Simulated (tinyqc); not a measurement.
Inside a calculation. Method: one-electron ion in a basis of Gaussians. Computed by tinyqc, a small Python program that keeps every step. Settings: Z = 5, l = 0. Command: `OMP_NUM_THREADS=1 python tinyqc.py 27725 27726 out.jsonl` (the two numbers bound the seeds that draw the settings). One thread of a shared host (Intel(R) Xeon(R) Processor @ 2.60GHz), about 0.01 s of CPU time with the checks.

## Matrices over normalised Gaussians

exponents of r^l exp(-a r^2) (1/bohr^2): 2.133000  7.598000

Z = 5

l = 0

With p = a_i + a_j and I(k) = Gamma((k+1)/2) / (2 p^((k+1)/2)): S = I(2l+2), T = (2l+3) a_i a_j S / p, V = -Z I(2l+1), each divided by sqrt(S_ii S_jj).

S:
```
,1,2
1,1.000000,0.752621
2,0.752621,1.000000
```

T (hartree):
```
,1,2
1,3.199500,3.760368
2,3.760368,11.397000
```

V (hartree):
```
,1,2
1,-11.652939,-13.245861
2,-13.245861,-21.993265
```

## Generalised eigenproblem

H = T + V (hartree):
```
,1,2
1,-8.453439,-9.485493
2,-9.485493,-10.596265
```

Solve H C = S C e through S^(-1/2); each column has its largest component positive (the first on a tie).

eigenvalues of S: 0.247379  1.752621

eigenvalues (hartree): -11.089048  0.083136

coefficients:
```
,1,2
1,0.318958,1.484838
2,0.737643,-1.327540
```

For Z = 5 and l = 0 the exact lowest level is -Z^2/(2 n^2) with n = l + 1: -12.500000 hartree.
